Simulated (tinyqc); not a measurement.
Hueckel theory of the pi electrons, for the molecule Bc1ccc([CH2+])cc1 (SMILES; centres numbered as the heavy atoms are written), step by step. One step of it, computed by the program tinyqc.

Task: Orbitals. Diagonalise; E = alpha + x beta with beta < 0, so the largest x are filled first; degenerate levels share their electrons. P = sum n_i c_ri c_si; each orbital has its largest coefficient positive (the first on a tie).

Hueckel matrix in units of beta (H = alpha + beta A):
```
,1B,2C,3C,4C,5C,6C,7C,8C
1B,-1.000000,0.700000,0.000000,0.000000,0.000000,0.000000,0.000000,0.000000
2C,0.700000,0.000000,1.000000,0.000000,0.000000,0.000000,0.000000,1.000000
3C,0.000000,1.000000,0.000000,1.000000,0.000000,0.000000,0.000000,0.000000
4C,0.000000,0.000000,1.000000,0.000000,1.000000,0.000000,0.000000,0.000000
5C,0.000000,0.000000,0.000000,1.000000,0.000000,1.000000,1.000000,0.000000
6C,0.000000,0.000000,0.000000,0.000000,1.000000,0.000000,0.000000,0.000000
7C,0.000000,0.000000,0.000000,0.000000,1.000000,0.000000,0.000000,1.000000
8C,0.000000,1.000000,0.000000,0.000000,0.000000,0.000000,1.000000,0.000000
```

pi electrons, sum of z_r less the charge = 6

Give: x values; occupations; coefficients; charge and bond-order matrix P.

Result:

x values: 2.1205  1.3273  1.0000  0.0649  -0.8014  -1.0000  -1.5487  -2.1626

occupations: 2.0000  2.0000  2.0000  0.0000  0.0000  0.0000  0.0000  0.0000

coefficients:
```
,MO1,MO2,MO3,MO4,MO5,MO6,MO7,MO8
1B,0.0823,0.1702,0.0000,0.2366,0.7214,0.0000,0.5699,0.2512
2C,0.3670,0.5658,0.0000,0.3600,0.2047,0.0000,-0.4467,-0.4172
3C,0.3603,0.3160,0.5000,-0.0711,-0.3345,0.5000,0.1465,0.3632
4C,0.3970,-0.1465,0.5000,-0.3646,0.0633,-0.5000,0.2199,-0.3683
5C,0.4816,-0.5104,0.0000,0.0475,0.2837,0.0000,-0.4870,0.4332
6C,0.2271,-0.3845,0.0000,0.7323,-0.3541,0.0000,0.3145,-0.2003
7C,0.3970,-0.1465,-0.5000,-0.3646,0.0633,0.5000,0.2199,-0.3683
8C,0.3603,0.3160,-0.5000,-0.0711,-0.3345,-0.5000,0.1465,0.3632
```

charge and bond-order matrix P:
```
,1B,2C,3C,4C,5C,6C,7C,8C
1B,0.0715,0.2530,0.1669,0.0155,-0.0944,-0.0935,0.0155,0.1669
2C,0.2530,0.9098,0.6221,0.1257,-0.2240,-0.2684,0.1257,0.6221
3C,0.1669,0.6221,0.9594,0.6936,0.0246,-0.0793,-0.3064,-0.0406
4C,0.0155,0.1257,0.6936,0.8582,0.5319,0.2930,-0.1418,-0.3064
5C,-0.0944,-0.2240,0.0246,0.5319,0.9848,0.6112,0.5319,0.0246
6C,-0.0935,-0.2684,-0.0793,0.2930,0.6112,0.3988,0.2930,-0.0793
7C,0.0155,0.1257,-0.3064,-0.1418,0.5319,0.2930,0.8582,0.6936
8C,0.1669,0.6221,-0.0406,-0.3064,0.0246,-0.0793,0.6936,0.9594
```
